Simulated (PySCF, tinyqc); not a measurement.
Inside a calculation. Method: MP2 on RHF in the sto-6g basis, for H4, spin multiplicity 1. The lowest restricted solution is unstable here: a spin-polarised one lies 0.0057 hartree lower (PySCF). One step of it, computed by the program tinyqc.

Task: Integrals over molecular orbitals. (pq|rs) = sum C_ip C_jq C_kr C_ls (ij|kl), one index at a time.

coefficients C, order 1H 1s, 2H 1s, 3H 1s, 4H 1s:
```
[[0.312039, 0.591162, 0.697677, 1.108472],
 [0.312039, 0.591162, -0.697677, -1.108472],
 [0.312039, -0.591162, 0.697677, -1.108472],
 [0.312039, -0.591162, -0.697677, 1.108472]]
```

core Hamiltonian H = T + V (hartree), order 1H 1s, 2H 1s, 3H 1s, 4H 1s:
```
[[-2.088295, -1.574412, -1.348569, -1.025756],
 [-1.574412, -2.088295, -1.025756, -1.348569],
 [-1.348569, -1.025756, -2.088295, -1.574412],
 [-1.025756, -1.348569, -1.574412, -2.088295]]
```

Two-electron integrals (ij|kl) in chemists' order, unique and non-zero (hartree):
```
(11|11) 0.774999   (21|11) 0.428571   (21|21) 0.279102   (22|11) 0.559503
(22|21) 0.428571   (22|22) 0.774999   (31|11) 0.344356   (31|21) 0.198292
(31|22) 0.268622   (31|31) 0.190490   (32|11) 0.219360   (32|21) 0.145149
(32|22) 0.225664   (32|31) 0.123319   (32|32) 0.090440   (33|11) 0.502434
(33|21) 0.299808   (33|22) 0.416842   (33|31) 0.344356   (33|32) 0.225664
(33|33) 0.774999   (41|11) 0.225664   (41|21) 0.145149   (41|22) 0.219360
(41|31) 0.123319   (41|32) 0.089809   (41|33) 0.219360   (41|41) 0.090440
(42|11) 0.268622   (42|21) 0.198292   (42|22) 0.344356   (42|31) 0.149681
(42|32) 0.123319   (42|33) 0.268622   (42|41) 0.123319   (42|42) 0.190490
(43|11) 0.299808   (43|21) 0.196536   (43|22) 0.299808   (43|31) 0.198292
(43|32) 0.145149   (43|33) 0.428571   (43|41) 0.145149   (43|42) 0.198292
(43|43) 0.279102   (44|11) 0.416842   (44|21) 0.299808   (44|22) 0.502434
(44|31) 0.268622   (44|32) 0.219360   (44|33) 0.559503   (44|41) 0.225664
(44|42) 0.344356   (44|43) 0.428571   (44|44) 0.774999
```

Give: one-electron integrals over orbitals h = C^T H C; Two-electron integrals over orbitals.

Result:

one-electron integrals over orbitals h = C^T H C (hartree):
```
[[-2.3513, 0.0000, 0.0000, 0.0000],
 [0.0000, -1.8010, 0.0000, 0.0000],
 [0.0000, 0.0000, -1.6291, 0.0000],
 [0.0000, 0.0000, 0.0000, -0.9391]]
```

Two-electron integrals over orbitals (pq|rs), unique and non-zero (hartree):
```
(11|11) 0.5736   (21|21) 0.1491   (22|11) 0.5569   (22|22) 0.5698
(31|31) 0.1300   (32|32) 0.0721   (33|11) 0.5523   (33|22) 0.5368
(33|33) 0.5615   (41|32) 0.0734   (41|41) 0.0748   (42|31) 0.1252
(42|42) 0.1370   (43|21) 0.1427   (43|43) 0.1562   (44|11) 0.5630
(44|22) 0.5696   (44|33) 0.5676   (44|44) 0.5988
```
